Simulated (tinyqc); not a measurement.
From results back to parameters: smearing for a one-band metal on the fcc lattice. Five cases, with inputs chosen for the exercise.

Problem. With Gaussian smearing, f = erfc(x)/2, s = exp(-x^2)/(2 sqrt(pi)), x = (E_k - mu)/sigma and free energy F = E - sigma S, small widths give F(sigma) = E0 - D sigma^2/4, where D is the density of states at the Fermi level (both spins, per cell). F at two widths was computed from hidden E0 and D.

Case 1.

Values chosen: s1 = 0.042 eV; s2 = 0.084 eV.
F(s1) = -1.0380020 eV
F(s2) = -1.0398079 eV

Case 2.

Values chosen: s1 = 0.078 eV; s2 = 0.156 eV.
F(s1) = -1.9837187 eV
F(s2) = -1.9852746 eV

Case 3.

Values chosen: s1 = 0.122 eV; s2 = 0.244 eV.
F(s1) = -1.4333155 eV
F(s2) = -1.4552619 eV

Case 4.

Values chosen: s1 = 0.117 eV; s2 = 0.234 eV.
F(s1) = -3.1996833 eV
F(s2) = -3.2185330 eV

Case 5.

Values chosen: s1 = 0.108 eV; s2 = 0.216 eV.
F(s1) = -2.4853529 eV
F(s2) = -2.4966116 eV

Find: D; E0.

Solution. D = 4 (F(s1) - F(s2))/(s2^2 - s1^2); E0 = F(s1) + D s1^2/4.

Case 1.

D = 1.365 1/eV
E0 = -1.0374 eV

Case 2.

D = 0.341 1/eV
E0 = -1.9832 eV

Case 3.

D = 1.966 1/eV
E0 = -1.4260 eV

Case 4.

D = 1.836 1/eV
E0 = -3.1934 eV

Case 5.

D = 1.287 1/eV
E0 = -2.4816 eV

Computed by tinyqc, one run a case: `OMP_NUM_THREADS=1 python tinyqc.py N N+1 out.jsonl` with N = 1651111, 1651252, 1651282, 1651389, 1651415; one thread of a shared Intel(R) Xeon(R) Processor @ 2.30GHz, about 0.3 s a run at most.
